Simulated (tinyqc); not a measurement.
# Changing the atoms per primitive cell n

Model: estimate of lattice thermal conductivity from elastic moduli (Slack, Klemens and Cahill formulas). Computed by tinyqc, a small Python program. Command: `OMP_NUM_THREADS=1 python tinyqc.py 3018495 3018496 out.jsonl slack sweep`. One thread of a shared host (Intel(R) Xeon(R) Processor @ 2.30GHz), about 0.01 s of CPU time with the checks.

An isotropic solid.

Inputs (values chosen for the exercise, for a model crystal):

| quantity | value | unit |
|---|---|---|
| bulk modulus B | 152 | GPa |
| shear modulus G | 135 | GPa |
| volume per atom V | 32.4 | angstrom^3 |
| mean atomic mass M | 135 | u |
| temperature T | 400 | K |
| disorder parameter Gamma | 0.017 | - |
| grain size d | 3500 | nm |

Grueneisen parameter: from the Poisson ratio.

Constants: u = 1.6605390666e-27 kg; hbar = 1.054571817e-34 J s; k_B = 1.380649e-23 J/K; h = 6.62607015e-34 J s.

Method:
- rho = M/V; vL = sqrt((B + 4G/3)/rho), vT = sqrt(G/rho); v_m = [(vL^-3 + 2 vT^-3)/3]^(-1/3); Poisson ratio sigma = (3B - 2G)/(6B + 2G); Theta = hbar v_m (6 pi^2/V)^(1/3)/k_B.
- Empirical rule gamma = (3/2) (1 + sigma)/(2 - 3 sigma).
- Slack, an estimate for T near or above Theta_a: kappa = A M Theta_a^3 delta n^(1/3)/(gamma^2 T) in W/(m K), with M in u, delta = V^(1/3) in angstrom, Theta_a = Theta n^(-1/3) and A = 2.43e-6/(1 - 0.514/gamma + 0.228/gamma^2).
- High-temperature forms with the classical heat capacity. Klemens: kappa/kappa_0 = arctan(u)/u, u^2 = pi^2 Theta V Gamma kappa_0/(h v_m^2). Grains: 1/kappa_poly = 1/kappa + 1/(C v_m d/3), C = 3 k_B/(n V), the acoustic branches alone.
- Cahill minimum: kappa_min = (pi/6)^(1/3) k_B V^(-2/3) sum over L, T, T of v (T/Theta_i)^2 int_0^(Theta_i/T) x^3 e^x/(e^x - 1)^2 dx, Theta_i = Theta v_i/v_m (64 Gauss-Legendre points).
- Its high-temperature limit is (1/2) (pi/6)^(1/3) k_B V^(-2/3) (vL + 2 vT).

One run for each value:

| atoms per primitive cell n | kappa of the perfect crystal (W/(m K)) | kappa of the polycrystal (W/(m K)) | acoustic Debye temperature Theta_a (K) | kappa_min (W/(m K)) | kappa_poly/kappa_min |
|---|---|---|---|---|---|
| 1 | 260.7 | 57.10 | 453.4 | 0.8042 | 71.00 |
| 2 | 164.2 | 43.87 | 359.9 | 0.8042 | 54.56 |
| 4 | 103.4 | 33.38 | 285.6 | 0.8042 | 41.50 |
| 6 | 78.9 | 28.28 | 249.5 | 0.8042 | 35.16 |
| 10 | 56.2 | 22.78 | 210.5 | 0.8042 | 28.32 |
| 20 | 35.4 | 16.72 | 167.0 | 0.8042 | 20.78 |
| 40 | 22.3 | 11.99 | 132.6 | 0.8042 | 14.91 |
| 80 | 14.0 | 8.38 | 105.2 | 0.8042 | 10.42 |

Over the rows, kappa of the perfect crystal (W/(m K)) falls from 261 to 14.0 (exponent d ln y / d ln x about -0.67 throughout); kappa of the polycrystal (W/(m K)) falls from 57.1 to 8.38 (exponent d ln y / d ln x -0.38 between the first rows and -0.52 between the last); acoustic Debye temperature Theta_a (K) falls from 453 to 105 (exponent d ln y / d ln x about -0.33 throughout). The exponent of kappa of the perfect crystal stays at -0.67: only 3 of the 3n branches are acoustic, which gives n^(-2/3). More atoms in the cell fold acoustic branches into flat optical ones, which carry little heat; the minimum conductivity counts all modes and does not change.

Caution (rows 1): T lies below Theta_a, where umklapp processes begin to freeze out and the Slack formula can fall short.

Extremes, crossings and ranges named in words are read from the listed rows.
